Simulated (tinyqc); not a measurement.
p-n diode with diffusion and depletion-layer recombination: two steps of the calculation.

Abrupt junction in the depletion approximation, low injection, full ionisation, neutral widths fixed, ohmic contact on the p side. Vj is the junction voltage; where a series resistance Rs is given, V = Vj + J Rs is the terminal voltage.

Values chosen for this exercise; band and dielectric values close to those of silicon: temperature T = 300 K; band gap Eg = 1.11 eV; relative permittivity eps_r = 11.5; conduction-band density of states at T Nc = 2.83e19 cm^-3; valence-band density of states at T Nv = 2.69e19 cm^-3; acceptor density Na = 1.4e16 cm^-3; donor density Nd = 8.6e16 cm^-3; electron lifetime tn = 6e-6 s; hole lifetime tp = 6e-8 s; series resistance Rs = 0.00012 ohm cm^2; trap level above the intrinsic level Et = -0.13 eV; junction voltage at which recombination is evaluated Vj = 0.58 V; terminal voltage V = 1 V.

Constants: q = 1.602176634e-19 C, kB = 1.380649e-23 J/K, Vt = kB T/q, eps0 = 8.8541878128e-14 F/cm where lengths are in cm. Results are converted to the units shown.

Task 1. Recombination in the depleted layer. ni = sqrt(Nc Nv) exp(-Eg/(2 Vt)), Eg in volts. Vbi = Vt ln(Na Nd/ni^2), W = sqrt(2 eps0 eps_r (Vbi - Vj)(1/Na + 1/Nd)/q), xp = W Nd/(Na + Nd), xn = W Na/(Na + Nd); u(x) = q Na (x + xp)^2/(2 eps0 eps_r) for x < 0 and Vbi - Vj - q Nd (xn - x)^2/(2 eps0 eps_r) for x > 0; p = Na exp(-u/Vt), n = Nd exp((u - Vbi + Vj)/Vt); U = ni^2 (exp(Vj/Vt) - 1)/(tp (n + ni exp(Et/Vt)) + tn (p + ni exp(-Et/Vt))); J_scr = q times the integral of U from -xp to xn. Trapezoid rule on 16 equal steps.

Find: W; x; u; n; p; U; J_scr.

Result 1.

W = 139.6 nm

| point | x (nm) | u (V) | n (cm^-3) | p (cm^-3) | U (cm^-3 s^-1) |
|---|---|---|---|---|---|
| 0 | -120.1 | 0.0000 | 6.789e13 | 1.400e16 | 1.131e19 |
| 1 | -111.4 | 0.0008 | 7.013e13 | 1.355e16 | 1.169e19 |
| 2 | -102.6 | 0.0034 | 7.730e13 | 1.230e16 | 1.288e19 |
| 3 | -93.9 | 0.0076 | 9.092e13 | 1.045e16 | 1.515e19 |
| 4 | -85.2 | 0.0134 | 1.141e14 | 8.330e15 | 1.901e19 |
| 5 | -76.5 | 0.0210 | 1.528e14 | 6.220e15 | 2.545e19 |
| 6 | -67.7 | 0.0302 | 2.183e14 | 4.353e15 | 3.636e19 |
| 7 | -59.0 | 0.0411 | 3.329e14 | 2.855e15 | 5.539e19 |
| 8 | -50.3 | 0.0537 | 5.417e14 | 1.755e15 | 8.990e19 |
| 9 | -41.5 | 0.0680 | 9.404e14 | 1.011e15 | 1.550e20 |
| 10 | -32.8 | 0.0839 | 1.742e15 | 5.456e14 | 2.804e20 |
| 11 | -24.1 | 0.1015 | 3.444e15 | 2.760e14 | 5.070e20 |
| 12 | -15.4 | 0.1208 | 7.264e15 | 1.308e14 | 7.709e20 |
| 13 | -6.6 | 0.1418 | 1.635e16 | 5.813e13 | 7.084e20 |
| 14 | 2.1 | 0.1641 | 3.874e16 | 2.453e13 | 3.826e20 |
| 15 | 10.8 | 0.1795 | 7.046e16 | 1.349e13 | 2.200e20 |
| 16 | 19.5 | 0.1847 | 8.600e16 | 1.105e13 | 1.814e20 |

J_scr = 4.735e-4 A/cm^2

Task 2. New Vj. Diffusion current alone: J = J0 (exp(Vj/Vt) - 1), g = Vj + J Rs - V, g' = 1 + Rs J0 exp(Vj/Vt)/Vt, Vj(new) = Vj - g/g'.

Vj after iteration 1 = 0.97414824 V
J0 = J0n + J0p = 3.6197737e-10 A/cm^2

Wanted: J; g; g'; Vj after iteration 2.

Result 2.

J = 8.388e6 A/cm^2
g = 1007 V
g' = 3.894e4
Vj after iteration 2 = 0.9483 V

Program tinyqc, `OMP_NUM_THREADS=1 python tinyqc.py 2260061 2260062 out.jsonl`; Intel Xeon 2.30GHz, shared host, one thread, about 0.01 s.
